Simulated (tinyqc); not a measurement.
# Geometry relaxation of a small cluster, step by step

A worked calculation. Computed by tinyqc, a small Python program that keeps every step. Command: `OMP_NUM_THREADS=1 python tinyqc.py 3015581 3015582 out.jsonl relax walk`. One thread of a shared host (Intel(R) Xeon(R) Processor @ 2.30GHz), about 0.03 s of CPU time with the checks. Intermediate numbers are printed to about 6 digits and carried at full precision; extremes and crossings named in words are read from the listed rows.

E = sum_i {sum_j A exp(-p (r_ij/r0 - 1)) - xi sqrt(rho_i)}, rho_i = sum_j exp(-2 q (r_ij/r0 - 1)); the force on i is -sum_j w_ij (R_i - R_j)/r_ij with w_ij = -(2p/r0) A exp(-p (r_ij/r0 - 1)) + (xi q/r0) exp(-2 q (r_ij/r0 - 1)) (rho_i^(-1/2) + rho_j^(-1/2)).

Inputs (values chosen for the exercise, for model atoms): length r0 = 2.63 angstrom; repulsion A = 0.17 eV; hopping xi = 2.26 eV; decay p = 11; decay q = 2.87; step factor eta = 0.013 angstrom^2/eV; largest number of steps = 500.

Potential: Gupta. Method: steepest descent.

starting positions (angstrom), rows atom 1, atom 2, atom 3, atom 4, atom 5, columns x, y, z:
$$\begin{pmatrix}
-0.05 & -0.25 & 0.13 \\
2.45 & 0.12 & 0.23 \\
1.22 & 1.91 & 0.08 \\
1.2 & 0.55 & 1.94 \\
1.16 & 0.8 & -1.83
\end{pmatrix}$$

## Energy and forces at the start

Evaluate E and the forces at the starting positions.

distances (angstrom): 1-2 2.52921, 1-3 2.50619, 1-4 2.34064, 1-5 2.53144, 2-3 2.17704, 2-4 2.16137, 2-5 2.52391, 3-4 2.30426, 3-5 2.20993, 4-5 3.77849

energy at the start = -18.1007 eV

forces (eV/angstrom), rows atom 1, atom 2, atom 3, atom 4, atom 5, columns x, y, z:
$$\begin{pmatrix}
-0.07511 & -0.05611 & -1.18038 \\
5.30308 & -4.94072 & -3.87213 \\
-2.66417 & 6.74398 & 1.06106 \\
-2.37261 & 0.24239 & 6.17310 \\
-0.19118 & -1.98954 & -2.18166
\end{pmatrix}$$

## The first two steps

Steepest descent: R(new) = R + eta F. No atom moves more than 0.3 angstrom a step (the whole step is scaled). Stop when the largest force component is below 1e-5 eV/angstrom.

positions after step 1 (angstrom), rows atom 1, atom 2, atom 3, atom 4, atom 5, columns x, y, z:
$$\begin{pmatrix}
-0.05098 & -0.25073 & 0.11466 \\
2.51894 & 0.05577 & 0.17966 \\
1.18537 & 1.99767 & 0.09379 \\
1.16916 & 0.55315 & 2.02025 \\
1.15751 & 0.77414 & -1.85836
\end{pmatrix}$$

energy after step 1 = -19.3113 eV

positions after step 2 (angstrom), rows atom 1, atom 2, atom 3, atom 4, atom 5, columns x, y, z:
$$\begin{pmatrix}
-0.03699 & -0.24138 & 0.10697 \\
2.52022 & 0.04509 & 0.16439 \\
1.17599 & 2.01239 & 0.10409 \\
1.16323 & 0.55403 & 2.03212 \\
1.15756 & 0.75987 & -1.85757
\end{pmatrix}$$

energy after step 2 = -19.4102 eV

## All steps

The formulas are those given above.

Course of the relaxation:
```
step    E (eV)  largest force (eV/angstrom)  force calls
0     -18.1007                  6.74398e+00            1
1     -19.3113                  1.17498e+00            2
2     -19.4102                  1.00886e+00            3
3     -19.4704                  8.73115e-01            4
4     -19.5118                  7.23401e-01            5
5     -19.5405                  5.81688e-01            6
6     -19.5602                  4.57439e-01            7
7     -19.5737                  3.53591e-01            8
8     -19.5829                  2.86550e-01            9
...        ...                          ...          ...
193   -19.6112                  1.47019e-05          194
194   -19.6112                  1.39656e-05          195
195   -19.6112                  1.32661e-05          196
196   -19.6112                  1.26017e-05          197
197   -19.6112                  1.19706e-05          198
198   -19.6112                  1.13711e-05          199
199   -19.6112                  1.08016e-05          200
200   -19.6112                  1.02606e-05          201
201   -19.6112                  9.74670e-06          202
```

final positions (angstrom), rows atom 1, atom 2, atom 3, atom 4, atom 5, columns x, y, z:
$$\begin{pmatrix}
0.01846 & -0.17135 & 0.07647 \\
2.47587 & 0.00534 & 0.09597 \\
1.09367 & 2.04401 & 0.15755 \\
1.18524 & 0.55960 & 2.06697 \\
1.20675 & 0.69240 & -1.84697
\end{pmatrix}$$

final energy = -19.6112 eV

steps = 201

largest force at the end = 9.74670e-06 eV/angstrom

Converged in 201 steps.

## Curvatures at the end

Hessian at the final positions by central differences of the forces; six eigenvalues vanish (translations and rotations). Steepest descent is stable for eta below 2/lambda_max and contracts the softest mode by 1 - eta lambda_min a step.

non-zero eigenvalues (eV/angstrom^2): [3.8525, 3.8526, 9.5282, 12.7464, 12.7465, 15.3767, 15.3769, 28.9927, 40.7920]

condition number = 10.5884

largest stable eta = 0.0490292 angstrom^2/eV

contraction of the softest mode = 0.949917

All are positive, so the end point is a minimum.

## Four methods from the same start

Conjugate gradient (Polak-Ribiere): d = F + beta d(old), beta = max(0, F.(F - F(old))/|F(old)|^2), d = F at first; step length from one secant, s = eta (F.d)/(F.d - F(R + eta d).d), replaced by eta if that is not positive; R(new) = R + s d. BFGS: R(new) = R + B F with the inverse Hessian B = eta 1 at first; with s = R(new) - R, y = F - F(new), rho = 1/(y.s): B(new) = (1 - rho s y^T) B (1 - rho y s^T) + rho s s^T, skipped if y.s is not positive. FIRE with unit mass: if F.v > 0, v = (1 - a) v + a |v| F/|F|, and after more than 5 such steps in a row dt = min(1.1 dt, 5 dt0), a = 0.99 a; else v = 0, a = 0.1, and dt = dt/2 (not at the first step). Then v = v + dt F, R(new) = R + dt v. dt0 = sqrt(eta), a = 0.1 at first. In this comparison each method may take up to 1500 steps.

Cost:
```
method              steps  force calls  final E (eV)  calls to reach 1e-2
steepest descent      201          202      -19.6112                   67
conjugate gradient     19           39      -19.6112                   19
BFGS                   30           31      -19.6112                   17
FIRE                  137          138      -19.6112                   55
```

In force calls the order is BFGS (31), conjugate gradient (39), FIRE (138), steepest descent (202). All that converged end at the same energy. Near the minimum steepest descent multiplies the slowest mode by 0.950 in size a step, 45 steps a decade of force, at a condition number of 10.6. It is the dearest here: the others use earlier steps to learn the curvature or to build momentum along soft directions.

Checks made by the program: forces against finite differences of E (relative difference 5e-10).
